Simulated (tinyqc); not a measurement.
Worked calculation: sp3 tight binding, zinc-blende lattice. One step of it, computed by the program tinyqc.

Task: Bloch Hamiltonian at k. Slater-Koster rules over the four bonds with direction cosines (l, m, n): ss V_ss; s-px l V_sp; px-s -l V_sp; px-px l^2 V_pps + (1 - l^2) V_ppp; px-py l m (V_pps - V_ppp); each times exp(i k.d).

Parameters chosen for this model: zinc-blende lattice, anion at 0, cation at a/4 (1,1,1); V = eta hbar^2 / (m d^2), hbar^2/m = 7.619964 eV angstrom^2:
```
parameter          value      unit
a               3.760000  angstrom
d               1.628128  angstrom
Es anion      -13.160000        eV
Ep anion       -8.290000        eV
Es cation      -9.500000        eV
Ep cation      -6.390000        eV
eta ss         -1.320000
eta sp          1.420000
eta pp sigma    2.220000
eta pp pi      -0.630000
V ss           -3.794459        eV
V sp            4.081918        eV
V pp sigma      6.381590        eV
V pp pi        -1.810992        eV
```

k point k (2 pi / a): -0.150000  0.200000  0.100000

Give: H(k) at k.

Result:

H(k) at k (eV), lower triangle (Hermitian):
```
                   a s            a px             a py             a pz
a s           -13.1600
a px            0.0000         -8.2900
a py            0.0000          0.0000          -8.2900
a pz            0.0000          0.0000           0.0000          -8.2900
c s   -13.8633+0.1713i  0.4431-2.0672i  -0.3274+2.7977i  -0.6717+1.3637i
c px   -0.4431+2.0672i  3.3608-0.0415i   0.7783-1.5803i   0.3794-3.2419i
c py    0.3274-2.7977i  0.7783-1.5803i   3.3608-0.0415i  -0.5135+2.3954i
c pz    0.6717-1.3637i  0.3794-3.2419i  -0.5135+2.3954i   3.3608-0.0415i

          c s     c px     c py     c pz
c s   -9.5000
c px   0.0000  -6.3900
c py   0.0000   0.0000  -6.3900
c pz   0.0000   0.0000   0.0000  -6.3900
```
